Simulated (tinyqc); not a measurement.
n-type polysilicon, carrier trapping at grain boundaries: effect of the doping.

One-dimensional grains of size Lg, uniform ionised doping N, monovalent traps Qt at each boundary at a depth Et below (for electrons) or above (for holes) the band edge there, abrupt depletion of width W on each side of a boundary, Boltzmann statistics. xi is the distance from the band edge at the grain centre to the Fermi level. Trapped charge Qt/(1 + exp((xi + VB - Et)/Vt)) = 2 N W, barrier VB = q N W^2/(2 eps0 eps_r).

If the trap equation with xi = Vt ln(NB/N) has a root W < Lg/2, the grain is partly depleted; otherwise W = Lg/2 and the trap equation gives xi = Et - VB + Vt ln(Qt/(N Lg) - 1). N* = Qt/Lg. n0 = NB exp(-xi/Vt); mean density n0 (1 - 2 W/Lg) by charge balance in a partly depleted grain, and n0 (sqrt(pi)/2) erf(u)/u with u = sqrt(VB/Vt) in a fully depleted one; v = sqrt(kB T/(2 pi ms m0)); barrier resistivity Vt exp(VB/Vt)/(q fe n0 v Lg); grain resistivity (1 - 2 W/Lg)/(q n0 mug); effective mobility 1/(q mean density total resistivity). Rows with xi above 0.45 V, towards mid-gap, are left out, since the other carrier type is ignored.

Values chosen for this exercise; values of the order met in polycrystalline silicon:
```
symbol,value,unit,meaning
T,350,K,temperature
eps_r,11.7,,relative permittivity
NB,3.53e19,cm^-3,conduction-band density of states at T
Lg,150,nm,grain size
Qt,2.6e12,cm^-2,trap density of a grain boundary
Et,0.47,eV,depth of the trap level from the majority band edge at the boundary
ms,0.25,m0,mass for thermionic emission
fe,0.25,,correction factor of the emission rate
mug,49,cm^2/(V s),mobility inside the grains
```

Constants: q = 1.602176634e-19 C, kB = 1.380649e-23 J/K, m0 = 9.1093837015e-31 kg, Vt = kB T/q, eps0 = 8.8541878128e-14 F/cm where lengths are in cm. Results are converted to the units shown.

Result of one run:
```
N/N*   depleted share 2 W/Lg  VB (V)  xi (V)  mean density (cm^-3)  resistivity (ohm cm)  effective mobility (cm^2/(V s))
2.077                 0.4187  0.2745  0.1383              2.093e17                 215.2                           0.1386
```

Which doping N gave this result: 8e16, 3.6e17, 7.5e17 or 3.3e18 cm^-3?

N = 3.6e17 cm^-3.

The whole series:
columns A: N (cm^-3); B: N/N*; C: depleted share 2 W/Lg; D: VB (V); E: xi (V); F: mean density (cm^-3); G: resistivity (ohm cm); H: effective mobility (cm^2/(V s))
```
A            B        C        D        E         F        G       H
3.8e16  0.2192    1.000   0.1653   0.3430  1.536e14     5105   7.962
8e16    0.4615   0.9214   0.2954   0.1837  6.289e15     1937  0.5122
1.7e17  0.9808   0.6310   0.2944   0.1609  6.273e16    883.0  0.1127
3.6e17   2.077   0.4187   0.2745   0.1383  2.093e17    215.2  0.1386
7.5e17   4.327   0.2305   0.1734   0.1162  5.771e17    3.744   2.889
1.6e18   9.231   0.1083  0.08167  0.09331  1.427e18   0.1520   28.79
3.3e18   19.04  0.05252  0.03960  0.07148  3.127e18  0.04630   43.11
6.9e18   39.81  0.02512  0.01894  0.04923  6.727e18  0.02034   45.61
```

As N goes from 3.8e16 to 6.9e18, VB goes from 0.165 through a maximum of 0.295 (at N = 8e16 among the rows listed) to 0.0189 V, the resistivity falls from 5100 to 0.0203 ohm cm and the effective mobility goes from 7.96 through a minimum of 0.113 (at N = 1.7e17 among the rows listed) to 45.6 cm^2/(V s). The steepest fall of the resistivity among the rows, as N^(-5.5), lies between N = 3.6e17 and 7.5e17 cm^-3; N* = 1.73e17 cm^-3. While the grain is fully depleted VB grows as N; once the traps are full it falls as 1/N. For N = 3.3e18, 6.9e18 xi is under 2.5 Vt, where Boltzmann statistics begin to fail. For N = 6.9e18 VB is below Vt, where abrupt depletion and thermionic emission are rough. For N = 8e16 the grain is near the changeover between partial and full depletion, within a few Debye lengths, where both limits are rough.

Computed by the program tinyqc: `OMP_NUM_THREADS=1 python tinyqc.py 2830231 2830232 out.jsonl`, one thread of a shared Intel Xeon 2.30GHz, about 0.01 s for the whole run.
